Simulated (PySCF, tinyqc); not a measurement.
CIS and TDHF on RHF in the 6-31g basis, for H3+, spin multiplicity 1, step by step (part 2 of 2). The lowest restricted solution is unstable here: a spin-polarised one lies 0.0061 hartree lower (PySCF). Computed by tinyqc, a small Python program that keeps every step (integrals from PySCF). Command: `OMP_NUM_THREADS=1 python tinyqc.py 27593 27594 out.jsonl` (the two numbers bound the seeds that draw the settings). One thread of a shared host (Intel(R) Xeon(R) Processor @ 2.60GHz), about 0.06 s of CPU time with the checks.

Geometry (angstrom):
```
atom         x         y          z
H     0.000000  0.000000   0.000000
H     0.000000  0.000000   1.239000
H     0.000000  0.068000  -1.237000
```

## CIS matrix, triplets

orbital energies (hartree): MO1 -0.858911, MO2 -0.391191, MO3 -0.095056, MO4 0.608286, MO5 0.696057, MO6 0.823830

Given earlier and not repeated: Two-electron integrals over orbitals (pq|rs).

A(ia,jb) = (e_a - e_i) d_ij d_ab - (ij|ab).

CIS matrix A, triplet (hartree):
```
           1>2        1>3        1>4        1>5       1>6
1>2   0.071401  -0.000008  -0.000004   0.075529  0.000007
1>3  -0.000008   0.361219   0.059551  -0.000004  0.111426
1>4  -0.000004   0.059551   1.082910  -0.000022  0.020686
1>5   0.075529  -0.000004  -0.000022   1.179121  0.000019
1>6   0.000007   0.111426   0.020686   0.000019  1.168503
```

## CIS triplet states

Diagonalise A (1 hartree = 27.211386 eV); each vector has its largest component positive (the first on a tie).

triplet excitation energies (eV): 1.803438  9.302192  29.372743  32.225015  32.418429

lowest vectors:
```
       state 1    state 2    state 3    state 4   state 5
1>2   0.997705  -0.000030   0.000013   0.067714  0.000120
1>3   0.000030   0.988438   0.037771  -0.000269  0.146843
1>4   0.000001  -0.075763   0.961939  -0.000696  0.262551
1>5  -0.067714   0.000009   0.000254   0.997703  0.001717
1>6  -0.000008  -0.131337  -0.270641  -0.001572  0.953678
```

## TDHF (RPA) triplet states

B(ia,jb) = - (ib|ja); the squared energies are the eigenvalues of (A - B)(A + B); 1 hartree = 27.211386 eV.

TDHF matrix B, triplet (hartree):
```
           1>2        1>3        1>4        1>5        1>6
1>2  -0.117850  -0.000005   0.000000   0.046713   0.000005
1>3  -0.000005  -0.083844   0.017430  -0.000003   0.060990
1>4   0.000000   0.017430  -0.044346  -0.000007   0.004408
1>5   0.046713  -0.000003  -0.000007  -0.039602   0.000007
1>6   0.000005   0.060990   0.004408   0.000007  -0.088446
```

squared energies w^2 (hartree^2): -0.011156  0.104750  1.162351  1.398169  1.409348

TDHF energies from the positive w^2 (eV): 8.807011  29.337244  32.175889  32.304254

A + B or A - B has a negative eigenvalue: the restricted solution is unstable towards a spin-polarised one, a negative w^2 means an imaginary energy, and the lowest roots have no physical meaning.
